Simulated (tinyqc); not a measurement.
Inverse iteration on a symmetric matrix, step by step. Computed by tinyqc, a small Python program that keeps every step. Settings: method = inverse, shift = 0.13. Command: `OMP_NUM_THREADS=1 python tinyqc.py 27320 27321 out.jsonl` (the two numbers bound the seeds that draw the settings). One thread of a shared host (Intel(R) Xeon(R) Processor @ 2.60GHz), about 0.01 s of CPU time with the checks.

## Step 1

A, lower triangle:
```
          1         2        3        4
1   0.09200
2  -0.05300   0.97100
3  -1.82100  -0.07000  1.02800
4  -0.19600   0.59000  0.88800  1.91600
```

vector v at the start: 0.50000  0.50000  0.50000  0.50000

shift = 0.13000

solve (A - shift) w = v; v' = w/|w| with its largest component positive (the first on a tie); lambda = v'^T A v'.

vector after step 1: -0.48272  0.56016  -0.49496  0.45631

Rayleigh quotient after step 1 = 0.16105

## Step 2

As before.

vector after step 2: 0.37039  0.87987  0.28167  -0.09646

Rayleigh quotient after step 2 = 0.28012

## Course of the iteration

Stop when the residual |A v - lambda v| is below 1e-9.

Steps:
```
step     lambda  residual
1     0.1610483  1.60e+00
2     0.2801242  1.14e+00
3     0.5578182  5.12e-01
4     0.6216333  1.78e-01
5     0.6295264  5.92e-02
6     0.6304120  1.96e-02
7     0.6305101  6.49e-03
8     0.6305210  2.15e-03
9     0.6305222  7.12e-04
10    0.6305223  2.36e-04
11    0.6305223  7.81e-05
12    0.6305223  2.59e-05
13    0.6305223  8.57e-06
14    0.6305223  2.84e-06
15    0.6305223  9.40e-07
16    0.6305223  3.11e-07
17    0.6305223  1.03e-07
18    0.6305223  3.41e-08
19    0.6305223  1.13e-08
20    0.6305223  3.74e-09
21    0.6305223  1.24e-09
22    0.6305223  4.11e-10
```

all eigenvalues, for comparison: -1.38007  0.63052  1.64948  3.10706

Converged in 22 steps.
